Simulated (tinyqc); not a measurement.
Moments against temperature: two-sublattice mean-field magnet: ferrimagnet, compensation points and susceptibility. Computed by tinyqc, a small Python program. Command: `OMP_NUM_THREADS=1 python tinyqc.py 3011204 3011205 out.jsonl ferri walk`. One thread of a shared host (Intel(R) Xeon(R) Processor @ 2.30GHz), about 0.01 s of CPU time with the checks.

A random alloy A(1-x)B(x) with H = -sum over pairs J S_i.S_j. a = <S_A> and b = <S_B> are taken along z, a > 0. Exchange fields: h_A = (1 - x) zJ_AA a + x zJ_AB b, h_B = (1 - x) zJ_AB a + x zJ_BB b; a = S_A B_(S_A)(S_A h_A/(k_B T)) and likewise for b, with the Brillouin function B_S(y) = [(2S + 1)/(2S)] coth[(2S + 1) y/(2S)] - [1/(2S)] coth[y/(2S)].

Inputs (values chosen for the exercise, for a model ferrimagnet):
```
quantity               value  unit
spin S_A                   2     -
spin S_B                 2.5     -
g factor g_A               2     -
g factor g_B               2     -
fraction x of B sites   0.45     -
z J_AA                  26.7   meV
z J_BB                   2.3   meV
z J_AB                  -9.4   meV
T over T_c               0.4     -
```

Constants: k_B = 8.617333262e-05 eV/K.

Method:
- Linearised, T (a, b) = M (a, b) with M_ij = S_i (S_i + 1) c_j zJ_ij/(3 k_B), c_A = 1 - x, c_B = x. T_c is the larger eigenvalue, and its eigenvector gives b/a at onset, (T_c - M_AA)/M_AB.
- Repeat from a = S_A, b = -S_B until a and b change by less than 1e-10.
- Net moment m = (1 - x) g_A a + x g_B b in mu_B per site; net spin s = (1 - x) a + x b.

T_c = 389.315 K

Sublattices:
```
T/T_c   T (K)    a/S_A   -b/S_B  m (mu_B)
0.05    19.47  1.00000  0.99982  -0.04959
0.15    58.40  0.99981  0.96616   0.02571
0.30   116.79  0.98811  0.83633   0.29210
0.45   175.19  0.94503  0.67550   0.55919
0.60   233.59  0.86314  0.51667   0.73640
0.72   280.31  0.76020  0.39716   0.77883
0.84   327.02  0.60324  0.27769   0.70232
0.92   358.17  0.43990  0.18719   0.54659
0.97   377.64  0.27444  0.11144   0.35303
```

At 0.45 T_c A keeps 0.95 and B 0.68 of saturation. m changes sign once (Neel type N).
